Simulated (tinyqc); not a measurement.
Inside a calculation. Method: RKS/LDA (PW92) in the 6-31g basis, for H2, spin multiplicity 1. One step of it, computed by the program tinyqc.

Task: Iteration 8 (converged): orbitals. Diagonalise F' = X^T F X, C = X C', fill 1 alpha and 1 beta electrons from the bottom; D = 2 C_occ C_occ^T. Each column has its largest component positive (the first on a tie).

converged F (hartree), order 1H 1s, 1H 2s, 2H 1s, 2H 2s:
$$\begin{pmatrix}
0.062608 & -0.293141 & -0.138655 & -0.189956 \\
-0.293141 & -0.181941 & -0.189956 & -0.181512 \\
-0.138655 & -0.189956 & 0.062608 & -0.293141 \\
-0.189956 & -0.181512 & -0.293141 & -0.181941
\end{pmatrix}$$

X, order 1H 1s, 1H 2s, 2H 1s, 2H 2s:
$$\begin{pmatrix}
1.253702 & -0.501051 & 0.017676 & 0.023429 \\
-0.501051 & 1.502418 & 0.023429 & -0.483872 \\
0.017676 & 0.023429 & 1.253702 & -0.501051 \\
0.023429 & -0.483872 & -0.501051 & 1.502418
\end{pmatrix}$$

Give: F' = X^T F X; orbital energies; coefficients C; D after iteration 8.

Result:

F' = X^T F X (hartree):
$$\begin{pmatrix}
0.4110 & -0.4623 & -0.0301 & -0.0505 \\
-0.4623 & 0.1721 & -0.0505 & -0.0965 \\
-0.0301 & -0.0505 & 0.4110 & -0.4623 \\
-0.0505 & -0.0965 & -0.4623 & 0.1721
\end{pmatrix}$$

orbital energies (hartree): MO1 -0.3068, MO2 -0.0658, MO3 0.7633, MO4 0.7756

coefficients C, order 1H 1s, 1H 2s, 2H 1s, 2H 2s:
$$\begin{pmatrix}
0.2667 & 0.2632 & 0.9226 & -0.9122 \\
0.3755 & 0.8564 & -0.7013 & 1.1734 \\
0.2667 & -0.2632 & 0.9226 & 0.9122 \\
0.3755 & -0.8564 & -0.7013 & -1.1734
\end{pmatrix}$$

D after iteration 8, order 1H 1s, 1H 2s, 2H 1s, 2H 2s:
$$\begin{pmatrix}
0.1422 & 0.2003 & 0.1422 & 0.2003 \\
0.2003 & 0.2819 & 0.2003 & 0.2819 \\
0.1422 & 0.2003 & 0.1422 & 0.2003 \\
0.2003 & 0.2819 & 0.2003 & 0.2819
\end{pmatrix}$$
